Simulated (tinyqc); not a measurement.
Elastic trap-assisted tunnelling through a dielectric: one step of the calculation.

Emitter at x = 0 (Fermi level 0), collector at x = t (Fermi level -V), band edge U(x) = phi - F x, F = V/t. A trap at x has the energy E = U(x) - Et. With G(u) = (4/(3 F)) sqrt(mo/C) max(u, 0)^1.5, C = hbar^2/(2 m0): S1 = G(phi - E) - G(Et), S2 = G(Et) - G(phi - V - E), T1,2 = exp(-S1,2). The steady rate through one trap is nu T1 T2 (f1 - f2)/(T1 + T2), f1 = f(E), f2 = f(E + V), f(y) = 1/(1 + exp(y/Vt)); both contacts offer states at E.

Task. Rate through a trap near the best position. n equally spaced x from xa to xb, where nearly all of the current flows; J = q Nt times the integral of the rate, by Simpson's rule.

Inputs (values chosen for the exercise); dielectric values close to those of silicon dioxide: temperature T = 300 K; barrier above the emitter Fermi level phi = 3.17 eV; tunnelling mass mo = 0.48 m0; thickness t = 7.4 nm; trap depth below the band edge of the dielectric Et = 2.74 eV; trap density Nt = 5.5e18 cm^-3; attempt frequency nu = 1e13 1/s; points of the grid n = 9; voltage V = 1.51 V; left end of the grid xa = 2.92 nm; right end of the grid xb = 3.94 nm.

Constants: q = 1.602176634e-19 C, kB = 1.380649e-23 J/K, hbar = 1.054571817e-34 J s, m0 = 9.1093837015e-31 kg, Vt = kB T/q, hbar^2/(2 m0) = 0.0380998212 eV nm^2. Results are converted to the units shown.

Find: x; E; S1; S2; f1 - f2; rate; J.

Result.

| point | x (nm) | E (eV) | S1 | S2 | f1 - f2 | rate (1/s) |
|---|---|---|---|---|---|---|
| 0 | 2.9200 | -0.16584 | 36.115 | 47.971 | 0.99837 | 1.4644e-8 |
| 1 | 3.0475 | -0.19185 | 37.771 | 46.744 | 0.99940 | 5.0013e-8 |
| 2 | 3.1750 | -0.21787 | 39.434 | 45.508 | 0.99978 | 1.7183e-7 |
| 3 | 3.3025 | -0.24389 | 41.103 | 44.263 | 0.99992 | 5.7363e-7 |
| 4 | 3.4300 | -0.26991 | 42.779 | 43.010 | 0.99997 | 1.1675e-6 |
| 5 | 3.5575 | -0.29592 | 44.460 | 41.749 | 0.99999 | 4.6041e-7 |
| 6 | 3.6850 | -0.32194 | 46.149 | 40.478 | 1.0000 | 9.0448e-8 |
| 7 | 3.8125 | -0.34796 | 47.843 | 39.200 | 1.0000 | 1.6669e-8 |
| 8 | 3.9400 | -0.37397 | 49.544 | 37.913 | 1.0000 | 3.0433e-9 |

J = 2.7265e-14 A/cm^2

Range of the model: Phonon-assisted (inelastic) capture, chains of traps and a spread of trap depths are left out.

tinyqc, about 0.06 s, one thread, Intel Xeon 2.30GHz (shared host): `OMP_NUM_THREADS=1 python tinyqc.py 2370157 2370158 out.jsonl`
